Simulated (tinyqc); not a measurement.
Stretching all distances: RHF, UHF, MP2, CISD and CCSD against full CI in the sto-3g basis, for BeH2, spin multiplicity 1. Computed by the program tinyqc with PySCF. All coordinates are multiplied by the scale. c0^2 is the weight of the RHF determinant in the lowest singlet FCI state (UHF is spin-contaminated and may lie near states of higher spin) and n(LUMO) the first natural occupation beyond the occupied space.

Geometry (angstrom):
```
atom       x        y       z
Be    0.0000   0.0000  0.0000
H     0.0000   1.2890  0.0000
H     0.0000  -1.3870  0.0000
```

Full CI energy (hartree) and errors against it (kcal/mol):
```
scale   distance 1-2 (angstrom)      E(FCI)       RHF      UHF      MP2     CISD    CCSD  <S^2> UHF    c0^2  n(LUMO)
0.9900                   1.2761  -15.593519   21.8987  21.8987   7.3534   0.4727  0.2473     0.0000  0.9723   0.0288
1.1500                   1.4824  -15.567462   29.1566  29.1566  10.8076   0.8829  0.4125     0.0000  0.9557   0.0510
1.3100                   1.6886  -15.514391   39.8875  39.8875  16.2074   1.8077  0.7839     0.0000  0.9253   0.0922
1.6300                   2.1011  -15.402344   75.5062  44.4605  35.5358   7.5193  3.1777     1.0143  0.7831   0.2981
1.8000                   2.3202  -15.362461  104.5478  34.1229  52.1816  13.5434  4.9692     1.2322  0.6254   0.5314
```

Estimate the missing row, scale = 1.47.

Computed row:
```
scale   distance 1-2 (angstrom)      E(FCI)      RHF      UHF      MP2    CISD    CCSD  <S^2> UHF    c0^2  n(LUMO)
1.4700                   1.8948  -15.455207  54.9825  49.9433  24.1902  3.7683  1.5965     0.4891  0.8726   0.1666
```

UHF parts from RHF first at scale 1.47 of those listed, where <S^2> leaves zero. The weight c0^2 goes from 0.97 to 0.63 and n(LUMO) from 0.03 to 0.53: static correlation grows as the bonds break into open-shell fragments. The spread of the error along the curve, which distorts its shape, is CCSD 4.7, CISD 13.1, UHF 28.0, MP2 44.8, RHF 82.6 kcal/mol. The table stops here: at scale 1.96 and beyond, the reference weight falls under 0.45 or RHF, UHF or CCSD hop between solutions, so those rows were left out and the spreads given cover only the rows shown. As computed, partly on other solutions, the errors there reach in size RHF 202, UHF 30, MP2 85, CISD 20, CCSD 4 kcal/mol.
